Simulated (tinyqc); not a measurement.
Coupling and phonon occupation from the scattering functions.

Problem. A level coupled to a phonon of energy w0 has, in the self-consistent Born approximation, Sin(E) = M^2 [(Nq + 1) Gn(E + w0) + Nq Gn(E - w0)], Sout(E) = M^2 [(Nq + 1) Gp(E - w0) + Nq Gp(E + w0)]. Find M, Nq and, from Nq = 1/(exp(w0/kB T) - 1), the phonon temperature.

Parameters, values chosen for the exercise: phonon energy w0 = 36 meV.

Constants: q = 1.602176634e-19 C, kB = 1.380649e-23 J/K. Results are converted to the units shown.

Gn at E - w0 and E + w0 (1/meV): 0.013452244  0.0011088041
Gp at E - w0 and E + w0 (1/meV): 0.0082981383  0.0088233686
Sin and Sout at E (meV): 0.59222631  1.3958011

Solution. Both equations are linear in M^2 and M^2 Nq.

M = 10.0 meV
Nq = 0.331
T = 300 K

Numbers from tinyqc (`OMP_NUM_THREADS=1 python tinyqc.py 2720023 2720024 out.jsonl`; about 0.1 s on one thread of a shared Intel Xeon 2.30GHz).
